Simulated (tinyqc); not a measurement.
Delay unit and parasitic delay from two ring oscillators.

Problem. A ring of 51 inverters oscillates at 1/(2 x 51 d), with stage delay d = tau (h + p) for fan-out h. Find tau, p and the delay at fan-out 4.

frequencies of 51-stage ring oscillators with fan-out 1 and 4 (GHz): [0.75053370, 0.33815255]

Answer. d is a straight line in h with slope tau and intercept tau p.

tau = 5.310 ps
p = 1.460
delay at fan-out 4 = 28.99 ps

Computed by the program tinyqc: `OMP_NUM_THREADS=1 python tinyqc.py 2082179 2082180 out.jsonl`, one thread of a shared Intel Xeon 2.30GHz, about 0.01 s for the whole run.
